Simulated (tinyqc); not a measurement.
Thickness series: Landau-Devonshire theory of a uniaxial ferroelectric. Computed by tinyqc, a small Python program. Command: `OMP_NUM_THREADS=1 python tinyqc.py 3027991 3027992 out.jsonl ferro walk`. One thread of a shared host (Intel(R) Xeon(R) Processor @ 2.30GHz), about 0.01 s of CPU time with the checks.

G(P) = (alpha/2) P^2 + (beta*/4) P^4 + (gamma/6) P^6 - E P per volume, SI units, one domain, P along the polar axis, which is normal to the film.

Inputs (values chosen for the exercise, modelled on lead titanate): alpha_0 = 747000 J m/(C^2 K); Curie-Weiss temperature T0 = 752 K; beta = -2.83e+08 J m^5/C^4; gamma = 1.52e+09 J m^9/C^6; temperature T = 346 K; misfit strain u_m = -0.0078; electrostriction Q12 = -0.026 m^4/C^2; compliance s11 + s12 = 5.5e-12 m^2/N; film thickness d = 52 nm; screening length lambda = 0.0051 nm; background permittivity eps_b = 20; series capacitance C_d = 4.5 microfarad/cm^2.

Sample: epitaxial film.

Constants: eps_0 = 8.8541878128e-12 F/m.

Method:
- alpha = alpha_0 (T - T0*), with clamping: T0* = T0 + 4 Q12 u_m/(alpha_0 (s11 + s12)), beta* = beta + 4 Q12^2/(s11 + s12).
- Ps^2 = [-beta* + sqrt(beta*^2 - 4 alpha gamma)]/(2 gamma).
- chi = 1/(eps_0 G''), G'' = alpha + 3 beta* P^2 + 5 gamma P^4 at Ps. Ps, chi and the coercive field are for perfect screening, without a depolarising field. The intrinsic coercive field is |alpha P + beta* P^3 + gamma P^5| at the P_c where G'' = 0. 1 C/m^2 = 100 microcoulomb/cm^2.
- Between shorted electrodes with screening length lambda each, the depolarising field is -k P, k = 2 lambda/(eps_0 (d + 2 lambda eps_b)), so alpha turns into alpha + k.
- The polar state is the lowest uniform state while alpha + k < 0 (beta* > 0) or < 3 beta*^2/(16 gamma) (beta* < 0); setting the equality gives the critical thickness d_c.
- Domains are left out, though they can pre-empt both the loss of P and the state at P = 0. The second and third columns are for the shorted capacitor, polar only where it is the lowest uniform state: alpha + k < 0 (beta* > 0) or < 3 beta*^2/(16 gamma) (beta* < 0). The last column is another circuit, the film in series with C_d at P = 0: 1/C = (alpha d)/(1 + alpha eps_0 eps_b) + 1/C_d, and P = 0 is locally stable while 1/C > 0; a dash marks the rest.

alpha = -4.50773e+08 J m/C^2

beta* = 2.08636e+08 J m^5/C^4

critical thickness d_c = 2.35160 nm

spontaneous polarisation Ps = 69.3002 microcoulomb/cm^2

Against thickness:
```
d (nm)  P (microcoulomb/cm^2)  depolarising field (MV/m)  C of the stack / C_d
1                       0.000                       0.00                1.0225
2                       0.000                       0.00                1.0461
3                      43.102                     154.97                1.0708
5                      57.085                     126.37                1.1239
8                      62.323                      87.51                1.2141
15                     65.787                      49.85                1.4940
30                     67.594                      25.78                2.9528
60                     68.459                      13.10                     -
150                    68.966                       5.29                     -
```

The polar state appears between 2 and 3 nm (d_c = 2.35 nm), and at 150 nm P is 99.5 % of Ps. The stack exceeds C_d wherever it is stable, up to 2.95 times: the ferroelectric held at P = 0 acts as a negative capacitance. Caution: far below T0* the expansion with linear alpha(T) is only a fit.

Extremes, crossings and ranges named in words are read from the listed rows.
